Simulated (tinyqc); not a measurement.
# Semiconductor laser, carrier and photon rate equations, step by step

Program tinyqc, `OMP_NUM_THREADS=1 python tinyqc.py 2840023 2840024 out.jsonl`; Intel Xeon 2.30GHz, shared host, one thread, about 0.01 s. Printed values are rounded.

Carrier density N and photon density S in one mode: dN/dt = F1 = eta I/(q V) - (A N + B N^2 + C N^3) - vg g S; dS/dt = F2 = G vg g S + G be B N^2 - S/tp, with g = g0 ln(N/Ntr)/(1 + ec S). Output power P = Fo Eph S V/(G tp). No heating, no carrier transport.

Inputs (values chosen for the exercise):
- V = 1.1e-11 cm^3 (active volume)
- G = 0.071 (confinement factor)
- vg = 7.36e9 cm/s (group velocity)
- g0 = 1500 1/cm (gain coefficient)
- Ntr = 1.4e18 cm^-3 (transparency density)
- ec = 1.4e-17 cm^3 (gain compression)
- tp = 2.9 ps (photon lifetime)
- A = 2.4e8 1/s (defect recombination coefficient)
- B = 8.2e-11 cm^3/s (radiative coefficient)
- C = 5e-30 cm^6/s (Auger coefficient)
- be = 0.00017 (share of spontaneous emission into the mode)
- eta = 0.72 (injection efficiency)
- Fo = 0.47 (share of cavity losses that is output)
- Eph = 1.46 eV (photon energy)
- I = 9 mA (drive current)
- dt = 4 ps (time step)

Constants: q = 1.602176634e-19 C. Results are converted to the units shown.

## Threshold

gth = 1/(G vg tp), Nth = Ntr exp(gth/g0), Ith = q V (A Nth + B Nth^2 + C Nth^3)/eta. Above it S is near G tp eta (I - Ith)/(q V). Carrier lifetime at threshold Nth/(A Nth + B Nth^2 + C Nth^3).

gth = 659.8813 1/cm
Nth = 2.173618e18 cm^-3
Ith = 2.350922 mA
estimate of S = 5.593030e14 cm^-3
carrier lifetime = 2.263161 ns

## Iteration 1: steady state by Newton steps

(N, S) at the start (Nth and the estimate of S): N (1e18 cm^-3) 2.174, S (1e15 cm^-3) 0.559

Jacobian, with a = g0/(N (1 + ec S)) and d = g/(1 + ec S): J11 = -(A + 2 B N + 3 C N^2) - vg a S, J12 = -vg d, J21 = G vg a S + 2 G be B N, J22 = G vg d - 1/tp. Solve J d = -F and add d to (N, S).

F1, F2 (1e27 cm^-3/s): 0.02122306  -0.001415763

J (1/ns):
```
            N          S
F1  -3.484099  -4783.502
F2  0.1999878  -5.198973
```

(N, S) after iteration 1: N (1e18 cm^-3) 2.181061, S (1e15 cm^-3) 0.5582939

## Iteration 2: steady state by Newton steps

As before.

F1, F2 (1e27 cm^-3/s): 5.143245e-5  -4.057475e-6

J (1/ns):
```
            N          S
F1  -3.473081  -4818.841
F2  0.1990905  -2.689888
```

(N, S) after iteration 2: N (1e18 cm^-3) 2.181081, S (1e15 cm^-3) 0.5582899

## Course of the iteration: steady state by Newton steps

Stop when the largest change of (N, S) is below 1e-9, or after 40 iterations. N is counted in 1e18 and S in 1e15 cm^-3, and S must be positive.

Course of the iteration:
```
iteration  S (1e15 cm^-3)  largest |change| of one entry
1               0.5582939                        7.06e-3
2               0.5582899                        2.03e-5
3               0.5582899                       2.38e-10
```

Converged in 3 iterations. The change falls from 0.0071 in the first iteration to below the tolerance in the last.

## Power, relaxation frequency, damping and bandwidth

N = 2.181081e18 cm^-3
S = 5.582899e14 cm^-3

Jacobian, with a = g0/(N (1 + ec S)) and d = g/(1 + ec S): J11 = -(A + 2 B N + 3 C N^2) - vg a S, J12 = -vg d, J21 = G vg a S + 2 G be B N, J22 = G vg d - 1/tp. wR^2 = det J, gamma = -trace J, fR = wR/(2 pi); the response wR^2/(wR^2 - w^2 + i gamma w) falls to 1/sqrt(2) at w^2 = x + sqrt(x^2 + wR^4), x = wR^2 - gamma^2/2 (f3dB = w/(2 pi)).

P = 3.279119 mW
fR = 4.953548 GHz
gamma = 6.155698 1/ns
f3dB = 7.643396 GHz

f3dB is 1.54 times fR (1.55 without damping). gamma/wR = 0.20: the response has a resonance peak.

## One Runge-Kutta step of a transient

(N, S) at the start: N (1e18 cm^-3) 2.225, S (1e15 cm^-3) 0.279

y = (N, S), k1 = F(y), k2 = F(y + dt k1/2), k3 = F(y + dt k2/2), k4 = F(y + dt k3), y(new) = y + dt (k1 + 2 k2 + 2 k3 + k4)/6.

slopes per ps, N in 1e18 and S in 1e15 cm^-3:
```
          dN/dt        dS/dt
k1  0.001260351  0.004720158
k2  0.001207144  0.005120945
k3  0.001203292  0.005123203
k4  0.001145994  0.005540727
```

(N, S) after the step: N (1e18 cm^-3) 2.229818, S (1e15 cm^-3) 0.2994995
